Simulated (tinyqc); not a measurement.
Programming of a floating-gate cell by Fowler-Nordheim tunnelling: one step of the calculation.

Per tunnel area the floating gate has Ctun = 3.9 eps0/tox to the channel (0 V) and Ccg to the control gate, Ct = Ctun/(1 - ag), no other coupling. With the threshold shift U = -Q/Ccg the field is F = ag (Vg - U)/tox, and dU/dt = J/Ccg. Fowler-Nordheim: J = A F^2 exp(-B/F), A = q^2/(16 pi^2 hbar mo phi) (times 1e14 for A/cm^2 with F in V/nm, emitter mass m0), B = (4/3) sqrt(mo/C) phi^1.5, C = hbar^2/(2 m0).

Task. Explicit time steps against the exact solution. U(new) = U + dt J(F(U))/Ccg. Exact: exp(B/F(t)) = exp(B/F(0)) + K t, K = A B ag/(Ccg tox), and U = Vg - tox F/ag.

Inputs (values chosen for the exercise); oxide values close to those of silicon dioxide:
- phi = 3.17 eV (tunnel barrier)
- mo = 0.46 m0 (tunnelling mass)
- tox = 9.1 nm (tunnel oxide thickness)
- ag = 0.69 (coupling ratio Ccg/Ct)
- Vt0 = -1 V (threshold shift at the start)
- Vg = 16.6 V (control-gate voltage)
- dt = 0.35 us (time step)
- n = 8 (steps)

Constants: q = 1.602176634e-19 C, hbar = 1.054571817e-34 J s, m0 = 9.1093837015e-31 kg, eps0 = 8.8541878128e-14 F/cm where lengths are in cm, hbar^2/(2 m0) = 0.0380998212 eV nm^2. Results are converted to the units shown.

Find: t; F; J; U by steps; U exact.

Result.

```
step  t (us)  F (V/nm)  J (A/cm^2)  U by steps (V)  U exact (V)
0          0     1.335      0.5823          -1.000       -1.000
1     0.3500     1.316      0.4314          -0.759       -0.789
2     0.7000     1.303      0.3436          -0.580       -0.622
3      1.050     1.292      0.2858          -0.438       -0.485
4      1.400     1.283      0.2446          -0.319       -0.368
5      1.750     1.275      0.2137          -0.218       -0.267
6      2.100     1.268      0.1897          -0.129       -0.178
7      2.450     1.263      0.1705          -0.051       -0.098
8      2.800     1.257      0.1548           0.020       -0.027
```

Range of the model: Programming fields of 10 MV/cm and more wear the oxide; trapping and the channel potential are ignored.

Computed by the program tinyqc: `OMP_NUM_THREADS=1 python tinyqc.py 2130037 2130038 out.jsonl`, one thread of a shared Intel Xeon 2.30GHz, about 0.01 s for the whole run.
